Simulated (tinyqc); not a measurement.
p-n diode, drift-diffusion by the Gummel loop with Scharfetter-Gummel fluxes: one step of the calculation.

Abrupt junction at x = 0, p side from -Lp, n side to Ln, ohmic contacts. psi is counted from the intrinsic level; n = ni exp((psi - phin)/Vt), p = ni exp((phip - psi)/Vt). Contacts: p side psi = V - Vt ln(Na/ni), p = Na, n = ni^2/Na; n side psi = Vt ln(Nd/ni), n = Nd, p = ni^2/Nd. Constant mobilities, D = mu Vt, Boltzmann statistics, SRH recombination through a mid-gap level, U = (n p - ni^2)/(tp (n + ni) + tn (p + ni)). Current is positive from the p contact to the n contact.

Question. Poisson equation. With phin and phip held, solve a_i (psi_(i+1) - psi_i) - a_(i-1) (psi_i - psi_(i-1)) + q w_i (p_i - n_i + C_i) = 0 for the inner nodes by Newton steps to convergence; a_i = eps0 eps_r/h_i, h_i = x_(i+1) - x_i, w_i = (h_(i-1) + h_i)/2, C = -Na or +Nd.

Values chosen for this exercise; band and dielectric values close to those of indium phosphide:
- T = 300 K (temperature)
- eps_r = 12.4 (relative permittivity)
- Na = 7.3e17 cm^-3 (acceptor density of the p side)
- Nd = 4.1e16 cm^-3 (donor density of the n side)
- V = 1 V (bias of the p contact)

Constants: q = 1.602176634e-19 C, kB = 1.380649e-23 J/K, Vt = kB T/q, eps0 = 8.8541878128e-14 F/cm where lengths are in cm. Results are converted to the units shown.

x, node 0 to 13 (nm): [-1300, -661, -332, -162, -74.4, -29.3, -6, 6, 36, 111, 299, 770, 1950, 4900]
ni = 1.6645581e7 cm^-3
phin after round 1, node 0 to 13 (V): [1.0000000, 0.0239340, 0.0115800, 0.0063897, 0.0039103, 0.0026812, 0.0021439, 0.0020573, 0.0020404, 0.0020330, 0.0020197, 0.0019626, 0.0016657, 0.0000000]
phip after round 1, node 0 to 13 (V): [1.0000000, 0.9999408, 0.9999109, 0.9998957, 0.9998880, 0.9998840, 0.9998816, 0.9998751, 0.9995328, 0.9953404, 0.9771448, 0.9312901, 0.8436589, 0.0000000]

Wanted: psi; n after Poisson; p after Poisson.

Answer.

psi, node 0 to 13 (V): [0.3665, 0.3665, 0.3664, 0.3664, 0.3664, 0.3666, 0.3746, 0.4398, 0.5263, 0.5598, 0.5612, 0.5610, 0.5607, 0.5590]
n after Poisson, node 0 to 13 (cm^-3): [3.796e-4, 9.451e12, 1.522e13, 1.860e13, 2.046e13, 2.165e13, 3.005e13, 3.759e14, 1.068e16, 3.905e16, 4.115e16, 4.103e16, 4.100e16, 4.100e16]
p after Poisson, node 0 to 13 (cm^-3): [7.300e17, 7.300e17, 7.300e17, 7.300e17, 7.300e17, 7.233e17, 5.322e17, 4.267e16, 1.483e15, 3.450e14, 1.620e14, 2.764e13, 9.433e11, 0.006758]

Program tinyqc, `OMP_NUM_THREADS=1 python tinyqc.py 2240070 2240071 out.jsonl`; Intel Xeon 2.30GHz, shared host, one thread, about 0.2 s.
